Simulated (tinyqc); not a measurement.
Drifting, spreading and decaying minority pulse (Haynes-Shockley), explicit time steps: one step of the calculation.

Low injection in a uniform field: dn/dt = D d2n/dx2 - v dn/dx - n/tau with D = mu Vt and v = mu F towards +x. Exact solution on an infinite bar for a Gaussian start at x0: n = N0 exp(-t/tau) exp(-(x - x0 - v t)^2/(2 s^2))/sqrt(2 pi s^2), s^2 = s0^2 + 2 D t.

Task. Densities after a time step. (L n)_i = a n_(i-1) + b n_i + c n_(i+1), n = 0 beyond the ends. Explicit step: n(new) = n + L n.

a = 0.40592268
b = -0.54136109
c = 0.12427562
n at t = 2 dt, node 1 to 9 (in units of 1e14 cm^-3): 0.0389677  0.2009542  0.5929670  1.0588410  1.1433196  0.7152094  0.2349106  0.0341829  0.0018667

Give: n at t = 3 dt.

Result.

n at t = 3 dt, node 1 to 9 (in units of 1e14 cm^-3): 0.0428  0.1817  0.4851  0.8684  1.0431  0.8213  0.4023  0.1113  0.0147

Numbers from tinyqc (`OMP_NUM_THREADS=1 python tinyqc.py 2310011 2310012 out.jsonl`; about 0.01 s on one thread of a shared Intel Xeon 2.30GHz).
